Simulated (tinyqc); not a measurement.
Worked calculation: five-level k.p model folded onto the conduction band. Values are carried at full precision from step to step, so a last printed digit may differ when a step is redone from the rounded ones.

Second-order sums for the lowest conduction level at E: 1/m = 1 + Cm + (Ep/3)(2/E + 1/(E + Dso)) - (Ep2/3)(2/(E7 + D2 - E) + 1/(E7 - E)); g/2 = 1 + Cg - (Ep/3)(1/E - 1/(E + Dso)) - (Ep2/3)(1/(E7 - E) - 1/(E7 + D2 - E)). E is counted from the top of the valence band; E = Eg at the edge.

Constants: hbar^2/2m0 = 3.80998211 eV angstrom^2.

Inputs chosen for the exercise (near those of InAs; the results hold for these values, not for the real material):
```
symbol  value  unit        meaning
Eg      0.399  eV          gap at Gamma to the s-like level
Dso     0.409  eV          spin-orbit splitting
Ep      22.3   eV          Kane energy
E7      4.5    eV          upper Gamma7 conduction level, from the valence top
D2      0.16   eV          its spin-orbit splitting, Gamma8 above Gamma7
Ep2     4.6    eV          Kane energy to the upper levels
Cm      -1                 remote term in 1/m
Cg      0                  remote term in g/2
k       0.013  1/angstrom  wave vector along z
```

## Mass and g factor term by term

Evaluate at E = Eg.

Terms:
```
level           part of 1/m  part of g
free + remote        0.0000     2.0000
Gamma8 valence      37.2598   -37.2598
Gamma7 valence       9.1997    18.3993
Gamma8 upper        -0.7197     0.7197
Gamma7 upper        -0.3739    -0.7478
```

m = 0.0220 m0
g = -16.889

The valence levels give 46.46 to 1/m and the upper levels take 1.09 away. In g the two valence terms nearly cancel when Dso is small against Eg; here Dso/Eg = 1.03 and they leave -18.860, the upper pair -0.028.

## The matrix at one k

For k along z and one spin sector the level c couples to four states. With c0 = hbar^2/2m0, P = sqrt(Ep c0), P2 = sqrt(Ep2 c0): diagonal Eg + (1 + Cm) c0 k^2 for c, and 0, -Dso, E7 + D2, E7 for lh, so, G8 up, G7 up (their own dispersion is left out); couplings of c: sqrt(2/3) P k to lh, sqrt(1/3) P k to so, sqrt(2/3) P2 k to G8 up, sqrt(1/3) P2 k to G7 up (phases chosen real).

Fill in the matrix.

H (eV):
```
             c       lh        so    G8 up    G7 up
c      0.39900  0.09784   0.06918  0.04444  0.03142
lh     0.09784        0         0        0        0
so     0.06918        0  -0.40900        0        0
G8 up  0.04444        0         0  4.66000        0
G7 up  0.03142        0         0        0  4.50000
```

## Exact folding onto c

Solve E = H_cc + S(E), S(E) = sum_j H_cj^2/(E - H_jj), from E = H_cc, by plain substitution and by Newton steps on E - H_cc - S(E). The weight of c in the state is Z = 1/(1 - dS/dE). The exact level is the third eigenvalue of H from below.

Iterates (eV):
```
step  substitution   Newton
0          0.39900  0.39900
1          0.42821  0.42636
2          0.42636  0.42647
3          0.42647  0.42647
4          0.42647  0.42647
5          0.42647  0.42647
6          0.42647  0.42647
7          0.42647  0.42647
```

exact level = 0.42647 eV
Z = 0.9437

Substitution multiplies the error by about dS/dE = 1 - 1/Z = -0.060 a step, so it alternates; after 7 steps it is off by 7.8e-11 eV, while Newton is within 1e-5 eV from step 2 on.

## Loewdin series

Expanding E = H_cc + S(E) about Eg in powers of k^2, with s_n = sum_j H_cj^2/(Eg - H_jj)^n: order k^2: e2 = (1 + Cm) c0 k^2 + s1; order k^4: e4 = -s2 e2; order k^6: e6 = s3 e2^2 + s2^2 e2.

Give each order and the partial sums, counted from Eg.

s1 (eV), s2 (no unit), s3 (1/eV); (1 + Cm) c0 k^2 is H_cc - Eg: 0.02921  0.06763  0.15973

e2, e4, e6 (eV): 0.02921  -0.00198  0.00027

partial sums (eV): 0.02921  0.02724  0.02750

The exact value is 0.02747 eV; the errors of the partial sums are +1.74, -0.23 and +0.04 meV.

## Checks

- Curvature of the exact level at small k against the sum for 1/m: both 45.366.

Run: tinyqc, `OMP_NUM_THREADS=1 python tinyqc.py 1080418 1080419 out.jsonl`; Intel(R) Xeon(R) Processor @ 2.30GHz, one thread, shared host; about 0.01 s of CPU time with all checks.
